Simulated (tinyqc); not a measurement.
Charge neutrality level from zone-averaged pseudopotential bands: one step. The neutrality level. Four cases, with inputs chosen for the exercise.

Problem. Energies are counted from the valence top at Gamma. E_N = (1/2) weighted mean of [E5 + (E3 + E4)/2]. Compare with half the smallest indirect gap, min(Delta/X, L)/2, and give the barrier for electrons in the limit of full pinning, min(gaps) - E_N.

Case 1.

Levels (eV):
```
kx              ky        kz  weight         E3         E4        E5        E6
0.166667  0.166667  0.166667       2  -0.294591  -0.294591  2.480214  4.961024
0.500000  0.166667  0.166667       6  -1.578892  -1.317979  3.011304  4.672545
0.500000  0.500000  0.166667       6  -2.496961  -0.979936  3.129735  4.962834
0.500000  0.500000  0.500000       1  -0.926178  -0.926178  1.661904  4.923303
0.833333  0.166667  0.166667       6  -2.906394  -2.030437  2.172598  3.715362
0.833333  0.500000  0.166667       6  -3.294265  -2.129248  4.259446  4.485357
```

gaps to Gamma, Delta/X, L (eV): 1.461623  1.691017  1.661904

Case 2.

Levels (eV):
```
kx              ky        kz  weight         E3         E4        E5        E6
0.166667  0.166667  0.166667       2  -0.458285  -0.458285  2.786268  3.986971
0.500000  0.166667  0.166667       6  -2.113522  -1.862470  2.240010  4.428806
0.500000  0.500000  0.166667       6  -3.259099  -1.382637  2.784478  4.501429
0.500000  0.500000  0.500000       1  -1.296744  -1.296744  1.769603  3.823369
0.833333  0.166667  0.166667       6  -3.883202  -2.738643  1.178328  2.939584
0.833333  0.500000  0.166667       6  -4.278988  -2.951761  3.591847  3.999273
```

gaps to Gamma, Delta/X, L (eV): 3.276911  0.667146  1.769603

Case 3.

Levels (eV):
```
kx              ky        kz  weight         E3         E4        E5        E6
0.166667  0.166667  0.166667       2  -0.295475  -0.295475  2.428712  4.938868
0.500000  0.166667  0.166667       6  -1.585814  -1.319456  2.978924  4.628286
0.500000  0.500000  0.166667       6  -2.504893  -0.981453  3.086927  4.939811
0.500000  0.500000  0.500000       1  -0.927320  -0.927320  1.607181  4.907335
0.833333  0.166667  0.166667       6  -2.910594  -2.031886  2.147559  3.682558
0.833333  0.500000  0.166667       6  -3.301076  -2.131469  4.230136  4.461199
```

gaps to Gamma, Delta/X, L (eV): 1.393490  1.681765  1.607181

Case 4.

Levels (eV):
```
kx              ky        kz  weight         E3         E4        E5        E6
0.125000  0.125000  0.125000       2  -0.146874  -0.146874  2.447404  4.716710
0.375000  0.125000  0.125000       6  -0.775246  -0.768994  3.327954  4.168889
0.375000  0.375000  0.125000       6  -1.476978  -0.484394  3.165486  5.079740
0.375000  0.375000  0.375000       2  -0.701194  -0.701194  2.072038  5.161354
0.625000  0.125000  0.125000       6  -1.722917  -1.434143  2.888696  4.049212
0.625000  0.375000  0.125000      12  -2.229995  -1.210392  3.818902  4.700478
0.625000  0.375000  0.375000       6  -1.557113  -1.009043  2.823583  4.830272
0.625000  0.625000  0.125000       6  -2.714206  -1.224583  3.186104  5.884535
0.875000  0.125000  0.125000       6  -2.272868  -1.805156  2.483115  3.331522
0.875000  0.375000  0.125000      12  -2.725830  -1.900784  3.637127  5.291160
```

gaps to Gamma, Delta/X, L (eV): 1.501186  2.229244  1.937382

Give: mean of E5; mean of (E3 + E4)/2; E_N; half the indirect gap; pinned barrier for electrons.

Solution.

Case 1.

mean of E5 = 3.0393 eV
mean of (E3 + E4)/2 = -1.9155 eV
E_N = 0.5619 eV
half the indirect gap = 0.8310 eV
pinned barrier for electrons = 0.8997 eV

E_N lies at 38 % of the gap from the valence top, so pinned contacts have the lower barrier for holes. The two estimates differ by 0.27 eV; both rules are good to a few tenths of an eV only, so a position within that distance of a band edge or of mid-gap is not settled. Local form factors place the indirect gaps only to a few tenths of an eV, and E_N moves with them. Spin-orbit coupling, left out, would lift the valence top by a third of its splitting.

Case 2.

mean of E5 = 2.4485 eV
mean of (E3 + E4)/2 = -2.5787 eV
E_N = -0.0651 eV
half the indirect gap = 0.3336 eV
pinned barrier for electrons = 0.7322 eV

E_N lies below the valence top by 0.065 eV. The two estimates differ by 0.40 eV; both rules are good to a few tenths of an eV only, so a position within that distance of a band edge or of mid-gap is not settled. Local form factors place the indirect gaps only to a few tenths of an eV, and E_N moves with them. Spin-orbit coupling, left out, would lift the valence top by a third of its splitting.

Case 3.

mean of E5 = 3.0047 eV
mean of (E3 + E4)/2 = -1.9192 eV
E_N = 0.5427 eV
half the indirect gap = 0.8036 eV
pinned barrier for electrons = 0.8508 eV

E_N lies at 39 % of the gap from the valence top, so pinned contacts have the lower barrier for holes. The two estimates differ by 0.26 eV; both rules are good to a few tenths of an eV only, so a position within that distance of a band edge or of mid-gap is not settled. Local form factors place the indirect gaps only to a few tenths of an eV, and E_N moves with them. Spin-orbit coupling, left out, would lift the valence top by a third of its splitting.

Case 4.

mean of E5 = 3.2150 eV
mean of (E3 + E4)/2 = -1.5912 eV
E_N = 0.8119 eV
half the indirect gap = 0.9687 eV
pinned barrier for electrons = 0.6893 eV

E_N lies at 54 % of the gap from the valence top. The two estimates differ by 0.16 eV; both rules are good to a few tenths of an eV only, so a position within that distance of a band edge or of mid-gap is not settled. Local form factors place the indirect gaps only to a few tenths of an eV, and E_N moves with them. Spin-orbit coupling, left out, would lift the valence top by a third of its splitting.

Computed by tinyqc, one run a case: `OMP_NUM_THREADS=1 python tinyqc.py N N+1 out.jsonl` with N = 1880094, 1880103, 1880110, 1880176; one thread of a shared Intel(R) Xeon(R) Processor @ 2.30GHz, about 0.1 s a run at most.
